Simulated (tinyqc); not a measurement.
Gate work function from the charge.

Inverse problem. For an undoped double gate, Q = 8 eps0 eps_r Vt beta tan(beta)/ts with 0 < beta < pi/2, and at the source (Vg - dphi)/(2 Vt) - ln[(2/ts) sqrt(2 eps0 eps_r Vt/(q ni))] = ln(beta) - ln(cos beta) + 2 r beta tan(beta), r = eps_r tox/(eox ts). Find beta and dphi.

Parameters, values chosen for the exercise; material values close to those of silicon: temperature T = 293 K; relative permittivity of the semiconductor eps_r = 11.5; relative permittivity of the gate insulator eox = 8.82; insulator thickness tox = 6.2 nm; body thickness ts = 15 nm; gate voltage Vg = 0.34 V.

Constants: q = 1.602176634e-19 C, kB = 1.380649e-23 J/K, Vt = kB T/q, eps0 = 8.8541878128e-14 F/cm where lengths are in cm. Results are converted to the units shown.

Qs = 17.218850 nC/cm^2
ni = 9.0362248e9 cm^-3

Answer. beta tan(beta) rises from 0 without bound on the interval, so the charge fixes beta; the second relation is then explicit in dphi.

beta = 0.347
dphi = -0.0700 V

Numbers from tinyqc (`OMP_NUM_THREADS=1 python tinyqc.py 2440069 2440070 out.jsonl`; about 0.02 s on one thread of a shared Intel Xeon 2.30GHz).
